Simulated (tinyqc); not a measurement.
## True capacitance, leakage and series resistance from two frequencies

Inverse problem. A capacitance C in parallel with G and in series with Rs is measured as Cp and D = Gp/(w Cp) at two frequencies. The series reading Cs = Cp (1 + D^2) equals C + G^2/(w^2 C), and Re Z = D/(w Cp (1 + D^2)) = Rs + G/(G^2 + w^2 C^2). Find C, G and Rs.

f (Hz): 10000  30000
Cp (pF): 125.052794  125.049521
D: 0.474123129  0.162868439

Solution. w^2 Cs = w^2 C + G^2/C is a straight line in w^2 with slope C; the intercept gives G, and the real part then gives Rs.

C = 125.3 pF
G = 3.714 uS
Rs = 230.0 ohm

Computed by the program tinyqc: `OMP_NUM_THREADS=1 python tinyqc.py 2022105 2022106 out.jsonl`, one thread of a shared Intel Xeon 2.30GHz, about 0.01 s for the whole run.
